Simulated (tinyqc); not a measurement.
# Short-channel transistor, virtual-source model with series resistance: several studies

The current per gate width is the charge at the top of the source barrier (the virtual source) times its velocity times a saturation function; al and be are fitting constants of the model. Units: I in uA/um, Rs in ohm um, so I Rs = 1e-6 I Rs in volts; Q in uC/cm^2, so I = 1e-4 Q vx0 Fsat with vx0 in cm/s.

Parameters, values chosen for the exercise: temperature T = 250 K; inversion capacitance Cinv = 2.2 uF/cm^2; velocity at the virtual source vx0 = 8.08e6 cm/s; apparent mobility mu = 94 cm^2/(V s); channel length L = 25 nm; threshold at zero drain voltage VT0 = 0.3 V; drain-induced barrier lowering dl = 0.044 V/V; subthreshold factor n0 = 1.36; growth of n with drain voltage nd = 0.2 1/V; threshold shift (in units of Vt) from weak to strong inversion al = 3.5; sharpness of saturation be = 1.6; series resistance of each contact Rs = 300 ohm um.

Constants: q = 1.602176634e-19 C, kB = 1.380649e-23 J/K, Vt = kB T/q. Results are converted to the units shown.

Each table varies one quantity; the others keep the values above.

## Effect of the series resistance of each contact on the on and off currents

Intrinsic voltages Vg' = Vgs - I Rs, Vd' = Vds - 2 I Rs. n = n0 + nd Vd', VT = VT0 - dl Vd', Ff = 1/(1 + exp((Vg' - VT + al Vt/2)/(al Vt))), Q = Cinv n Vt ln(1 + exp((Vg' - VT + al Vt Ff)/(n Vt))), Vdsat = (vx0 L/mu)(1 - Ff) + Vt Ff, Fsat = u/(1 + u^be)^(1/be) with u = Vd'/Vdsat, and I = Q vx0 Fsat per width. I is solved self-consistently. Ion is I at Vgs = Vds = 0.5 V, Ioff at Vgs = 0, Vds = 0.5 V, and Rlin = Vds/I at Vgs = 0.5 V, Vds = 0.05 V.

Effect of the series resistance of each contact on the on and off currents:
```
Rs (ohm um)	Ion (uA/um)	Ioff (nA/um)	log10(Ion/Ioff)	Rlin (ohm um)
0	347.34	80.468	3.6351	603.74
25	331.78	80.462	3.6153	654.86
50	317.65	80.457	3.5964	705.97
100	292.92	80.445	3.5612	808.08
150	271.98	80.434	3.5291	910.01
200	254.02	80.423	3.4995	1011.8
300	224.76	80.400	3.4465	1214.8
400	201.91	80.377	3.4000	1417.2
```

As Rs goes from 0 to 400 ohm um, Ion falls from 347 to 202 uA/um, Ioff stays near 80.4 nA/um and Rlin rises from 604 to 1420 ohm um. Ion changes by a factor of 0.581 and Ioff by 0.999. The off current drops so little voltage over Rs that it changes by under 1 %.

## Effect of the apparent mobility on the on and off currents

Same model as above.

Effect of the apparent mobility on the on and off currents:
```
mu (cm^2/(V s))	Ion (uA/um)	Ioff (nA/um)	log10(Ion/Ioff)	Rlin (ohm um)
50	191.6	80.17	3.379	1723
85	220.5	80.37	3.438	1276
140	238.0	80.48	3.471	1022
240	248.4	80.54	3.489	853.7
410	253.4	80.58	3.498	753.3
700	255.7	80.60	3.501	692.9
1200	256.7	80.61	3.503	656.5
2000	257.1	80.61	3.504	635.8
```

What does the table show?

As mu goes from 50 to 2000 cm^2/(V s), Ion rises from 192 to 257 uA/um, Ioff rises from 80.2 to 80.6 nA/um and Rlin falls from 1720 to 636 ohm um. Ion changes by a factor of 1.34 and Ioff by 1.01. Below threshold Vdsat is near Vt, so L and mu hardly reach the off current.

## Supply voltage at a fixed off current

For each supply Vdd, VT0 is set so that I(Vgs = 0, Vds = Vdd) = 10 nA/um; Ion = I(Vdd, Vdd); C = Cinv L + 0.44 fF/um of parasitic capacitance; delay C Vdd/Ion, energy C Vdd^2.

Supply voltage at a fixed off current:
```
Vdd (V)	VT0 (V)	Ion (uA/um)	delay (ps)	energy (fJ/um)
0.4	0.3587	87.14	4.544	0.1584
0.5	0.3674	167.8	2.950	0.2475
0.6	0.3761	259.3	2.291	0.3564
0.7	0.3847	356.6	1.943	0.4851
0.8	0.3933	457.3	1.732	0.6336
0.9	0.4020	560.0	1.591	0.8019
1	0.4106	664.0	1.491	0.9900
1.1	0.4193	768.8	1.416	1.198
```

The VT0 needed rises from 0.359 to 0.419 V and Ion rises from 87.1 to 769 uA/um. The delay falls from 4.54 to 1.42 ps, while the energy grows as Vdd^2. Going from 0.4 to 0.5 V changes the delay by -35 %, going from 1 to 1.1 V by -5.0 %.

tinyqc, about 0.01 s, one thread, Intel Xeon 2.30GHz (shared host): `OMP_NUM_THREADS=1 python tinyqc.py 2380035 2380036 out.jsonl`
